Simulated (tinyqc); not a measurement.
Surface against bulk across the gap: Shockley state of an s-p chain by decimation.

Each site has s at -d/2 and p at +d/2: H0 = diag(-d/2, d/2). The block to the next site on the right is H1 = [[-ts, u], [-u, tp]] (rows s, p of site n; columns s, p of site n + 1). Bulk: H(k) = [[-d/2 - 2 ts cos k, 2i u sin k], [-2i u sin k, d/2 + 2 tp cos k]]. The bands are inverted at k = pi if d < 2 (ts + tp).

Decimation (Sancho-Rubio) at z = E + i eta: start with es = e = H0, A = H1, B = H1^T. Each round forms g = (z - e)^-1 and sets es += A g B, e += A g B + B g A, A = A g A, B = B g B, doubling the length covered. Stop when all |A| < 1e-10. Surface G = (z - es)^-1, bulk G = (z - e)^-1; densities -Im tr G/pi.

Inputs chosen for the exercise:
- d = 2.6 eV (Ep - Es)
- ts = 1.35 eV (s-s hopping)
- tp = 1.79 eV (p-p hopping)
- u = 1.23 eV (s-p hopping)
- eta = 0.05 eV (broadening)
- E1 = -2.46 eV (first energy)
- dE = 0.406 eV (step)

Eleven energies E1 + j dE.

Densities (1/eV):
```
E (eV)  surface    bulk
-2.460   0.3885  0.5389
-2.054   0.0325  0.1193
-1.648   0.0140  0.0202
-1.242   0.0159  0.0093
-0.836   0.0333  0.0062
-0.430   0.2060  0.0052
-0.024   0.4752  0.0053
0.382    0.0434  0.0070
0.788    0.0180  0.0133
1.194    0.0171  0.0654
1.600    0.1361  0.4717
```

edges of the bulk gap (201 k points) (eV): -2.2591  1.4000

What does the comparison show?

Inside the gap the bulk density is only the tail of the broadening, at least 0.0052. The surface density peaks at -0.024 eV among these rows (0.475); a chain of 60 sites puts the surface level at -0.1822 eV.

(tinyqc, `OMP_NUM_THREADS=1 python tinyqc.py 1480333 1480334 out.jsonl`, Intel(R) Xeon(R) Processor @ 2.30GHz, 1 thread, shared host, about 0.3 s.)
